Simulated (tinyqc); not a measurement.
Inside a calculation. Method: Hueckel theory of the pi electrons, for the molecule c1ccc2[nH]ccc2c1 (SMILES; centres numbered as the heavy atoms are written). One step of it, computed by the program tinyqc.

Task: Orbitals. Diagonalise; E = alpha + x beta with beta < 0, so the largest x are filled first; degenerate levels share their electrons. P = sum n_i c_ri c_si; each orbital has its largest coefficient positive (the first on a tie).

Hueckel matrix in units of beta (H = alpha + beta A):
```
          1C        2C        3C        4C        5N        6C        7C        8C
1C  0.000000  1.000000  0.000000  0.000000  0.000000  0.000000  0.000000  0.000000
2C  1.000000  0.000000  1.000000  0.000000  0.000000  0.000000  0.000000  0.000000
3C  0.000000  1.000000  0.000000  1.000000  0.000000  0.000000  0.000000  0.000000
4C  0.000000  0.000000  1.000000  0.000000  0.730000  0.000000  0.000000  1.000000
5N  0.000000  0.000000  0.000000  0.730000  1.440000  0.730000  0.000000  0.000000
6C  0.000000  0.000000  0.000000  0.000000  0.730000  0.000000  1.000000  0.000000
7C  0.000000  0.000000  0.000000  0.000000  0.000000  1.000000  0.000000  1.000000
8C  0.000000  0.000000  0.000000  1.000000  0.000000  0.000000  1.000000  0.000000
9C  1.000000  0.000000  0.000000  0.000000  0.000000  0.000000  0.000000  1.000000

          9C
1C  1.000000
2C  0.000000
3C  0.000000
4C  0.000000
5N  0.000000
6C  0.000000
7C  0.000000
8C  1.000000
9C  0.000000
```

pi electrons, sum of z_r less the charge = 10

Give: x values; occupations; coefficients; charge and bond-order matrix P.

Result:

x values: [2.4053, 1.7382, 1.3217, 0.8608, 0.6059, -0.8115, -1.0850, -1.4484, -2.1470]

occupations: [2.0000, 2.0000, 2.0000, 2.0000, 2.0000, 0.0000, 0.0000, 0.0000, 0.0000]

coefficients:
```
       MO1      MO2      MO3      MO4      MO5      MO6      MO7      MO8
1C  0.1736  -0.4449  -0.1149   0.5201  -0.0295  -0.0556   0.5505   0.2751
2C  0.1791  -0.3919  -0.4015   0.1488   0.3742  -0.3951  -0.2159  -0.4395
3C  0.2571  -0.2363  -0.4158  -0.3920   0.2562   0.3762  -0.3163   0.3615
4C  0.4394  -0.0188  -0.1480  -0.4862  -0.2190   0.0898   0.5591  -0.0841
5N  0.5474   0.5778  -0.3079   0.3237  -0.2477  -0.2020  -0.2104   0.1298
6C  0.2845   0.2548   0.1979   0.2294   0.5019   0.5331   0.1686  -0.4297
7C  0.2846   0.0211   0.4864  -0.0389   0.4849  -0.2852  -0.0293   0.5276
8C  0.4002  -0.2181   0.4449  -0.2628  -0.2081  -0.3017  -0.1368  -0.3345
9C  0.2386  -0.3815   0.2497   0.2989  -0.3921   0.4402  -0.3814   0.0410

        MO9
1C   0.3247
2C  -0.3082
3C   0.3371
4C  -0.4155
5N   0.0612
6C   0.1148
7C  -0.2911
8C   0.5103
9C  -0.3889
```

charge and bond-order matrix P:
```
         1C       2C       3C       4C       5N       6C       7C       8C
1C   1.0253   0.6359  -0.0278  -0.2895   0.0980   0.0356  -0.1007  -0.0303
2C   0.6359   1.0181   0.6863  -0.0176  -0.0986   0.1872   0.0462  -0.2769
3C  -0.0278   0.6863   1.0283   0.6269  -0.1162  -0.0613   0.0109   0.0383
4C  -0.2895  -0.0176   0.6269   0.9994   0.3442  -0.2611  -0.0692   0.5749
5N   0.0980  -0.0986  -0.1162   0.3442   1.7887   0.3838  -0.2289  -0.1550
6C   0.0356   0.1872  -0.0613  -0.2611   0.3838   0.9791   0.8342  -0.0368
7C  -0.1007   0.0462   0.0109  -0.0692  -0.2289   0.8342   1.1094   0.4700
8C  -0.0303  -0.2769   0.0383   0.5749  -0.1550  -0.0368   0.4700   1.0361
9C   0.6989  -0.0206  -0.3399   0.0311   0.0543  -0.2163  -0.0409   0.5856

         9C
1C   0.6989
2C  -0.0206
3C  -0.3399
4C   0.0311
5N   0.0543
6C  -0.2163
7C  -0.0409
8C   0.5856
9C   1.0156
```
